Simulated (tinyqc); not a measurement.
Changing the crystal rotation: crystal pulling from the melt: segregation, interface stability, heat balance and point-defect regime. Computed by tinyqc, a small Python program. Command: `OMP_NUM_THREADS=1 python tinyqc.py 3031243 3031244 out.jsonl pull sweep`. One thread of a shared host (Intel(R) Xeon(R) Processor @ 2.30GHz), about 0.01 s of CPU time with the checks.

A dilute solute; steady pulling with a flat interface unless it is found unstable.

Inputs (values chosen for the exercise, modelled on phosphorus in silicon):
```
quantity,value,unit
equilibrium coefficient k0,0.34,-
initial melt concentration C0,3.4e+17,1/cm^3
diffusivity in the melt D,0.00034,cm^2/s
kinematic viscosity nu,0.0028,cm^2/s
pull rate V,0.89,mm/min
frozen fraction g,0.83,-
evaporation number beta,0.69,-
```

Loss from the melt surface: evaporation.

Method. delta = 1.61 D^(1/3) nu^(1/6) omega^(-1/2), omega = 2 pi rpm/60; k_eff = k0/[k0 + (1 - k0) exp(-V delta/D)] (Burton, Prim and Slichter); the melt at the interface is enriched by k_eff/k0. Axial profile: C_s = k_eff C0 (1 - g)^(k_eff - 1 + beta), where beta, the evaporation velocity times the free melt area over the volume growth rate, is taken constant; bulk melt C_L = C_s/k_eff. Usable fraction: the g at which C_s has changed by 30 % from its first value (0.99 at most).

One run for each value:
```
crystal rotation (rpm),boundary layer delta (micrometre),k_eff,enrichment at the interface,usable fraction
1.0,1304,0.4764,1.401,0.8828
1.8,972,0.4404,1.295,0.9351
3.2,729,0.4145,1.219,0.9671
5.8,541,0.3948,1.161,0.9851
10.0,412,0.3814,1.122,0.9900
19.0,299,0.3699,1.088,0.9900
33.0,227,0.3626,1.066,0.9900
60.0,168,0.3567,1.049,0.9900
```

What does the table show, and why?

Over the rows, boundary layer delta (micrometre) falls from 1300 to 168 (exponent d ln y / d ln x about -0.50 throughout); k_eff falls from 0.476 to 0.357 (exponent d ln y / d ln x -0.13 between the first rows and -0.027 between the last); enrichment at the interface falls from 1.40 to 1.05 (exponent d ln y / d ln x -0.13 between the first rows and -0.027 between the last). The exponent of boundary layer delta stays at -0.50: the rotating-disc boundary layer.
